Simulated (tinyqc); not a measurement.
From results back to parameters: finite square well with mass mismatch (envelope functions). Three cases, with inputs chosen for the exercise.

Problem. The lowest level of this well was computed from a hidden depth V0.

A square well of width L and depth V0, mass mw inside and mb outside, energies from the bottom of the well, c = hbar^2/2m0. k = sqrt(mw E/c), kappa = sqrt(mb (V0 - E)/c). psi and psi'/m are continuous at the walls (BenDaniel-Duke), so level n solves k L + 2 atan[(k/mw)/(kappa/mb)] = n pi.

Constants: hbar^2/2m0 = 3.80998211 eV angstrom^2.

Find: k; kappa; V0.

Method. For n = 1 the condition reads kappa = (mb/mw) k tan(kL/2); then V0 = E1 + c kappa^2/mb.

Case 1.

Values chosen (out of a larger set: near those of a GaAs well in AlGaAs; not measured data):
- L = 134 angstrom (well width)
- mw = 0.0662 m0 (mass in the well)
- mb = 0.0836 m0 (mass in the barrier)

E1 = 0.018177 eV

Solution.

k = 0.01777 1/angstrom
kappa = 0.0562 1/angstrom
V0 = 0.162 eV

Case 2.

Values chosen (out of a larger set: near those of an InGaAs well in InAlAs; not measured data):
- L = 36 angstrom (well width)
- mw = 0.0412 m0 (mass in the well)
- mb = 0.0731 m0 (mass in the barrier)

E1 = 0.183130 eV

Solution.

k = 0.04450 1/angstrom
kappa = 0.0815 1/angstrom
V0 = 0.529 eV

Case 3.

Values chosen (out of a larger set: near those of a non-polar GaN well in AlN; not measured data):
- L = 47 angstrom (well width)
- mw = 0.197 m0 (mass in the well)
- mb = 0.309 m0 (mass in the barrier)

E1 = 0.062976 eV

Solution.

k = 0.05706 1/angstrom
kappa = 0.3826 1/angstrom
V0 = 1.868 eV

Computed by tinyqc, one run a case: `OMP_NUM_THREADS=1 python tinyqc.py N N+1 out.jsonl` with N = 1251577, 1251593, 1251597; one thread of a shared Intel(R) Xeon(R) Processor @ 2.30GHz, about 0.01 s a run at most.
